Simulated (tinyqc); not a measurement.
Comparisons within one model: electrons shared among three sets of ellipsoidal valleys. A value that a table varies takes the place of the one given here.

F_j(eta) = (1/Gamma(j + 1)) integral_0^infinity x^j dx/(1 + exp(x - eta)), which tends to exp(eta) for eta << 0.

Sets L, Gamma, Delta: N_i = M_i times N = 2 (m kB T/(4 pi c))^(3/2) with c = hbar^2/2m0, in 1/angstrom^3; times 1e24 for 1/cm^3, m = (ml mt^2)^(1/3); n = sum_i N_i F_1/2((EF - dE_i)/kT), energies from the edge of the first set; mu_drift = sum of share times mobility.

Constants: hbar^2/2m0 = 3.80998211 eV angstrom^2; kB = 8.617333262e-05 eV/K.

Values chosen for the exercise (masses and offsets near those of Ge; mobilities are free inputs, held fixed; shifted at random, so the results belong to these values and not to a real crystal):
```
symbol  value                    unit        meaning
dE      (0, 0.147, 0.172)        eV          edges of L, Gamma, Delta above the first
M       (4, 1, 6)                            valleys in each set
ml      (1.667, 0.039, 0.918)    m0          longitudinal masses of L, Gamma, Delta
mt      (0.0821, 0.039, 0.1916)  m0          transverse masses
mu      (4200, 23000, 1300)      cm^2/(V s)  mobility of each set
n       3.9e+18                  1/cm^3      total electron density
T       400                      K
```

## Transfer between valleys with temperature

Offsets, masses and mobilities are held fixed; n is fixed too, so the high values of T stand for hot electrons, not for the lattice.

Populations:
```
T (K)  EF (eV)  share L  share Gamma  share Delta  mu_drift
77      0.0132   1.0000       0.0000       0.0000      4200
150     0.0051   1.0000       0.0000       0.0000      4200
300    -0.0227   0.9961       0.0001       0.0038      4190
450    -0.0611   0.9677       0.0004       0.0319      4116
600    -0.1083   0.9106       0.0010       0.0884      3962
900    -0.2239   0.7749       0.0021       0.2229      3594
1200   -0.3597   0.6662       0.0029       0.3308      3296
2000   -0.7794   0.5082       0.0039       0.4878      2859
```

The share of L goes from 1.000 to 0.508 and the mean mobility from 4200 to 2859 cm^2/(V s). L holds more than Gamma throughout. The share of Delta is at most 0.49.

## Transfer between valleys with doping

Parabolic valleys; band tails and gap narrowing are left out.

Populations:
```
n (1/cm^3)  EF (eV)  share L  share Gamma  share Delta  mu_drift
1.0e+16     -0.2557   0.9824       0.0003       0.0174      4154
1.0e+17     -0.1763   0.9823       0.0003       0.0174      4154
1.0e+18     -0.0963   0.9820       0.0003       0.0177      4153
3.0e+18     -0.0570   0.9813       0.0003       0.0185      4151
1.0e+19     -0.0105   0.9784       0.0003       0.0213      4144
3.0e+19      0.0408   0.9682       0.0004       0.0313      4118
1.0e+20      0.1219   0.9065       0.0012       0.0922      3956
```

The share of L goes from 0.982 to 0.907 and the mean mobility from 4154 to 3956 cm^2/(V s). L holds more than Gamma throughout. The share of Delta is at most 0.092.

## Moving the second set by strain or alloying

The second entry of dE is replaced by the values listed; a negative value puts that set lowest.

Populations:
```
offset (eV)  EF (eV)  share L  share Gamma  share Delta  mu_drift
-0.100       -0.0533   0.8341       0.1501       0.0158      6977
-0.050       -0.0495   0.9234       0.0590       0.0176      5258
0.000        -0.0479   0.9640       0.0175       0.0185      4476
0.025        -0.0476   0.9725       0.0089       0.0186      4313
0.050        -0.0475   0.9768       0.0044       0.0187      4229
0.100        -0.0473   0.9801       0.0011       0.0188      4165
0.150        -0.0473   0.9809       0.0002       0.0188      4150
0.200        -0.0473   0.9811       0.0001       0.0188      4147
0.300        -0.0473   0.9812       0.0000       0.0188      4145
```

The share of L goes from 0.834 to 0.981 and the mean mobility from 6977 to 4145 cm^2/(V s). L holds more than Gamma throughout. The share of Delta is at most 0.019. With Boltzmann statistics the first two sets are equal at kT ln(N_2/N_1) = -0.1382 eV.

## What moves the populations

All else solved anew. Each row changes one parameter from the base and keeps the others.

Results:
```
case                                 EF (eV)  share L  share Gamma  share Delta  mu_drift (cm^2/(V s))
base                                 -0.0473   0.9809       0.0003       0.0188                   4151
T = 450 K                            -0.0611   0.9677       0.0004       0.0319                   4116
n = 1.17e+19 1/cm^3                  -0.0040   0.9777       0.0003       0.0220                   4142
dE = (0, 0.1176, 0.172) eV           -0.0473   0.9806       0.0006       0.0188                   4157
mt = (0.0821, 0.0468, 0.1916) m0     -0.0473   0.9809       0.0003       0.0188                   4152
ml = (1.667, 0.0468, 0.918) m0       -0.0473   0.9809       0.0003       0.0188                   4151
mu = (5040, 23000, 1300) cm^2/(V s)  -0.0473   0.9809       0.0003       0.0188                   4974
```

The largest shifts from the base row, up to three for each result and ties (the steps differ in size, so this ranks the rows, not the parameters). EF (eV): n +0.0433, T -0.0138; unchanged at the printed digits by dE, mt, ml and mu. share L: T -0.0132, n -0.0033, dE -0.0004; unchanged at the printed digits by mt, ml and mu. share Gamma: dE +0.0004, T +0.0002; unchanged at the printed digits by n, mt, ml and mu. share Delta: T +0.0130, n +0.0032; unchanged at the printed digits by dE, mt, ml and mu. mu_drift (cm^2/(V s)): mu +824, T -35, n -8; unchanged at the printed digits by ml.

tinyqc: `OMP_NUM_THREADS=1 python tinyqc.py 1682299 1682300 out.jsonl`; about 0.01 s, one thread, shared Intel(R) Xeon(R) Processor @ 2.30GHz.
